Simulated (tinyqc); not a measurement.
## Gate voltage from the surface potential

Inverse problem. At the source end, Vgs + Vsb - Vfb - psi = gamma sqrt(G), G = psi - Vt + Vt exp((psi - 2 phiF - Vsb)/Vt), and the voltage over the insulator is gamma sqrt(G). Find that voltage and Vgs.

Values chosen for this exercise:
- T = 300 K (temperature)
- Vfb = -0.9 V (flat-band voltage)
- Vsb = 2 V (source-body reverse bias)

Constants: q = 1.602176634e-19 C, kB = 1.380649e-23 J/K, Vt = kB T/q. Results are converted to the units shown.

psi = 3.0448997 V
phiF = 0.45014663 V
gamma = 0.80621497 V^0.5

Answer. In this direction the relation is explicit: no iteration is needed.

voltage over the insulator = 2.55 V
Vgs = 2.69 V

Numbers from tinyqc (`OMP_NUM_THREADS=1 python tinyqc.py 2360006 2360007 out.jsonl`; about 0.04 s on one thread of a shared Intel Xeon 2.30GHz).
